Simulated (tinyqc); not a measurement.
Resistive memory cell, filament-gap model with Joule heating: one step of the calculation.

A tunnelling gap g separates the tip of a filament from the electrode. I = I0 exp(-g/g0) sinh(Vd/V0), with Vd = V - I Rs on the device; T = T0 + Rth Vd I at once; the gap closes as dg/dt = -nu exp(-q Ea/(kB T)) sinh(al q Vd/(kB T)). All constants are fitting values of a compact model.

Task. Current, temperature and closing rate. I, T and dg/dt as above.

Parameters, values chosen for the exercise: ambient temperature T0 = 358 K; current scale I0 = 0.33 mA; tunnelling length g0 = 0.27 nm; voltage scale V0 = 0.29 V; attempt velocity nu = 10 m/s; activation energy Ea = 0.63 eV; barrier lowering per volt on the device al = 0.57; thermal resistance Rth = 7.6e5 K/W.

Constants: q = 1.602176634e-19 C, kB = 1.380649e-23 J/K. Results are converted to the units shown.

g = 1.7 nm
Vd = 0.64445312 V

Wanted: I; T; lowered barrier Ea - al Vd; -dg/dt.

Result.

I = 2.7734 uA
T = 359.36 K
lowered barrier Ea - al Vd = 0.26266 eV
-dg/dt = 0.0010359 nm/ns

Program tinyqc, `OMP_NUM_THREADS=1 python tinyqc.py 2880023 2880024 out.jsonl`; Intel Xeon 2.30GHz, shared host, one thread, about 0.07 s.
